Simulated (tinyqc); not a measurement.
Hall factor, magnetoresistance and optical conductivity for a power-law relaxation time. Changing the exponent s. Computed by tinyqc, a small Python program. Command: `OMP_NUM_THREADS=1 python tinyqc.py 3000738 3000739 out.jsonl magneto sweep`. One thread of a shared host (Intel(R) Xeon(R) Processor @ 2.30GHz), about 0.01 s of CPU time with the checks.

One spherical parabolic band, tau(E) = tau_0 x^s with x = E/(k_B T). Landau quantisation is left out.

Inputs (values chosen for the exercise, with a mass close to that of electrons in GaN):
```
quantity                 value  unit
effective mass m           0.2   m_0
tau_0                       85    fs
reduced Fermi level eta     -5     -
temperature T              400     K
```

Constants: m_0 = 9.1093837015e-31 kg; k_B = 1.380649e-23 J/K; hbar = 1.054571817e-34 J s; e = 1.602176634e-19 C.

Method:
- <y> = int y x^(3/2) f (1 - f) dx / int x^(3/2) f (1 - f) dx, f = 1/(1 + exp(x - eta)).
- Integrals over x = E/(k_B T) use 160 Gauss-Legendre points in u = sqrt(x) from 0 to sqrt(max(eta, 0) + 45).
- n = (2 m k_B T)^(3/2)/(3 pi^2 hbar^3) int x^(3/2) f (1 - f) dx; moments in units of tau_0.
- mu = e <tau>/m; weak field r_H = <tau^2>/<tau>^2 and MR = c (mu B)^2, c = <tau^3>/<tau>^3 - r_H^2; strong field r_H = 1 and MR = <tau> <1/tau> - 1.

One run for each value:
```
exponent s  weak-field Hall factor  saturation MR (%)  coefficient c
-0.50                       1.1776         1.3144e+01     3.7791e-01
-0.35                       1.0752         6.2061e+00     1.1011e-01
-0.20                       1.0219         1.9792e+00     2.5655e-02
0.25                        1.0277         3.1124e+00     2.6383e-02
0.50                        1.1042         1.3144e+01     1.0528e-01
1.00                        1.3992         6.6469e+01     5.5859e-01
1.50                        1.9309         2.3858e+02     2.1484e+00
2.00                        2.8248         1.0605e+03     7.7324e+00
```

Over the rows, weak-field Hall factor goes from 1.18 through a minimum among these rows, 1.02 at -0.200, to 2.82; saturation MR (%) goes from 13.1 through a minimum among these rows, 1.98 at -0.200, to 1060; coefficient c goes from 0.378 through a minimum among these rows, 0.0257 at -0.200, to 7.73. All three vanish or equal 1 at s = 0 and grow with |s| on either side, since only the spread of tau counts.

Extremes, crossings and ranges named in words are read from the listed rows.
